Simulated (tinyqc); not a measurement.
Velocity overshoot from momentum and energy balance equations after a field step: one step, computed by the program tinyqc. Command: `OMP_NUM_THREADS=1 python tinyqc.py 3018685 3018686 out.jsonl overshoot walk`. One thread of a shared host (Intel(R) Xeon(R) Processor @ 2.30GHz), about 0.01 s of CPU time with the checks.

At t = 0 the field jumps from 0 to F in a uniform sample. v is the drift velocity and u = w - (3/2) k_B T the excess energy per carrier.

Question. Constants and steady state. dv/dt = e F/m - v/tau_m(u), du/dt = e F v - u/tau_E, tau_m(u) = tau_0/(1 + c u), tau_0 = m mu_0/e, c = mu_0/(e tau_E v_s^2); this choice gives the steady state v (1 + mu_0 F v/v_s^2) = mu_0 F, which saturates at v_s. Steady velocity v = 2 mu_0 F/(1 + sqrt(1 + 4 (mu_0 F/v_s)^2)); u = e F v tau_E; carrier temperature T + 2u/(3 k_B), neglecting the drift energy m v^2/2.

Inputs (values chosen for the exercise, modelled on electrons in silicon except for tau_E):
```
quantity                      value        unit
effective mass m               0.27         m_0
low-field mobility mu_0        1500  cm^2/(V s)
saturation velocity v_s        0.93    1e7 cm/s
energy relaxation time tau_E   0.53          ps
field after the step F           26       kV/cm
lattice temperature T           300           K
```

Scheme: explicit Euler.

Constants: m_0 = 9.1093837015e-31 kg; e = 1.602176634e-19 C; k_B = 8.617333262e-05 eV/K.

Give: tau_0; c; acceleration e F/m; steady velocity; steady excess energy; steady carrier temperature.

Answer.

tau_0 = 230.27 fs

c = 32.723 1/eV

acceleration e F/m = 0.016937 1e7 cm/s per fs

steady velocity = 0.82570 1e7 cm/s

steady excess energy = 0.11378 eV

steady carrier temperature = 1180.3 K

tau_E/tau_0 = 2.30, and in the steady state tau_m has shrunk to 48.8 fs.
